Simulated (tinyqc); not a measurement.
Worked calculation: MP2 on RHF in the sto-3g basis, frozen core, for B+, spin multiplicity 1. One step of it, computed by the program tinyqc.

Problem. Integrals over molecular orbitals. (pq|rs) = sum C_ip C_jq C_kr C_ls (ij|kl), one index at a time.

coefficients C:
```
             MO1        MO2       MO3       MO4       MO5
1B 1s   0.993693  -0.301304  0.000000  0.000000  0.000000
1B 2s   0.022541   1.038125  0.000000  0.000000  0.000000
1B 2px  0.000000   0.000000  1.000000  0.000000  0.000000
1B 2py  0.000000   0.000000  0.000000  1.000000  0.000000
1B 2pz  0.000000   0.000000  0.000000  0.000000  1.000000
```

core Hamiltonian H = T + V (hartree), lower triangle:
```
             1B 1s      1B 2s     1B 2px     1B 2py     1B 2pz
1B 1s   -12.321086
1B 2s    -3.187330  -3.412465
1B 2px    0.000000   0.000000  -2.617559
1B 2py    0.000000   0.000000   0.000000  -2.617559
1B 2pz    0.000000   0.000000   0.000000   0.000000  -2.617559
```

Two-electron integrals (ij|kl) in chemists' order, unique and non-zero (hartree):
```
(11|11) 2.923513   (21|11) 0.518376   (21|21) 0.109262   (22|11) 0.744229
(22|21) 0.193177   (22|22) 0.544804   (31|31) 0.020264   (32|31) 0.029996
(32|32) 0.120346   (33|11) 0.742491   (33|21) 0.193240   (33|22) 0.544682
(33|33) 0.586773   (41|41) 0.020264   (42|41) 0.029996   (42|42) 0.120346
(43|43) 0.031630   (44|11) 0.742491   (44|21) 0.193240   (44|22) 0.544682
(44|33) 0.523513   (44|44) 0.586773   (51|51) 0.020264   (52|51) 0.029996
(52|52) 0.120346   (53|53) 0.031630   (54|54) 0.031630   (55|11) 0.742491
(55|21) 0.193240   (55|22) 0.544682   (55|33) 0.523513   (55|44) 0.523513
(55|55) 0.586773
```

Give: one-electron integrals over orbitals h = C^T H C; Two-electron integrals over orbitals.

Solution.

one-electron integrals over orbitals h = C^T H C (hartree), lower triangle:
```
          1        2        3        4        5
1  -12.3107
2    0.3428  -2.8022
3    0.0000   0.0000  -2.6176
4    0.0000   0.0000   0.0000  -2.6176
5    0.0000   0.0000   0.0000   0.0000  -2.6176
```

Two-electron integrals over orbitals (pq|rs), unique and non-zero (hartree); the lowest 1 orbital is frozen and left out:
```
(22|22) 0.5259   (32|32) 0.1128   (33|22) 0.5335   (33|33) 0.5868
(42|42) 0.1128   (43|43) 0.0316   (44|22) 0.5335   (44|33) 0.5235
(44|44) 0.5868   (52|52) 0.1128   (53|53) 0.0316   (54|54) 0.0316
(55|22) 0.5335   (55|33) 0.5235   (55|44) 0.5235   (55|55) 0.5868
```
